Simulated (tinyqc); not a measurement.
Double-gate transistor below threshold, two-dimensional Poisson equation on a small mesh: effect of the gate voltage.

Half of a symmetric double-gate structure: row 0 is the mid-plane of the body, where the normal field vanishes. Mobile charge is neglected (subthreshold), the body is fully depleted, and potentials are counted from the intrinsic level; rows run upward to the gate, columns from source to drain.

Mesh: rows i = 0..12 in the semiconductor (step hs = tb/12, row 12 on the interface), then 8 step(s) ho = tox/8 up to the gate row 20; columns j = 0..80 (step hy = L/80). Box integration, divided by eps0: up_i = eps hy/h of the interval above row i, dn_i = that of the interval below (0 for row 0), lat_i = (sum of eps h/2 over the intervals above and below)/hy, s_i = -q Na w_i hy/eps0 with w_i the semiconductor height of the box (hs/2 for row 0 and the interface row, hs between, 0 in the insulator). Each free node obeys (up + dn + 2 lat) psi = up psi(above) + dn psi(below) + lat [psi(left) + psi(right)] + s. Fixed values: gate row Vg - Vfb; column 0 at Vbi and the last column at Vbi + Vd in the semiconductor, each running linearly to Vg - Vfb across the insulator. The system is solved directly. On row 0 the minimum of psi and its place come from a parabola through the three lowest nodes; barrier = Vbi - minimum, swing = Vt ln 10/(d psi/dVg), DIBL = (d psi/dVd)/(d psi/dVg) there. Lambda = pi/k with k the smallest positive root of tan(k tox) tan(k tb) = eox/eps_r.

Parameters, values chosen for the exercise; semiconductor permittivity close to that of silicon:
- T = 300 K (temperature)
- eps_r = 11.7 (relative permittivity of the semiconductor)
- eox = 3.9 (relative permittivity of the insulator)
- tb = 5 nm (half the body thickness)
- tox = 1.6 nm (insulator thickness)
- L = 26 nm (channel length)
- Na = 0 cm^-3 (acceptor density of the depleted body)
- Vbi = 0.52 V (potential of the source)
- Vfb = 0.07 V (gate offset)
- Vd = 0.5 V (drain voltage)

Constants: q = 1.602176634e-19 C, kB = 1.380649e-23 J/K, Vt = kB T/q, eps0 = 8.8541878128e-14 F/cm where lengths are in cm. Results are converted to the units shown.

Effect of the gate voltage:
```
Vg (V)  L/Lambda  barrier (V)  place y/L  swing (mV/decade)  DIBL (mV/V)
-0.2       1.432       0.5526     0.4440              78.63        120.1
-0.12      1.432       0.4921     0.4391              78.77        117.6
-0.04      1.432       0.4317     0.4333              78.96        114.7
0.04       1.432       0.3715     0.4261              79.22        111.2
0.12       1.432       0.3115     0.4172              79.58        107.1
0.2        1.432       0.2519     0.4056              80.11        102.1
```

As Vg goes from -0.2 to 0.2 V, the barrier falls from 0.553 to 0.252 V, the swing rises from 78.6 to 80.1 mV a decade and DIBL falls from 120 to 102 mV/V; the ideal swing is 59.5. The barrier top moves from y/L = 0.444 to 0.406, towards the source.

Numbers from tinyqc (`OMP_NUM_THREADS=1 python tinyqc.py 2480021 2480022 out.jsonl`; about 0.1 s on one thread of a shared Intel Xeon 2.30GHz).
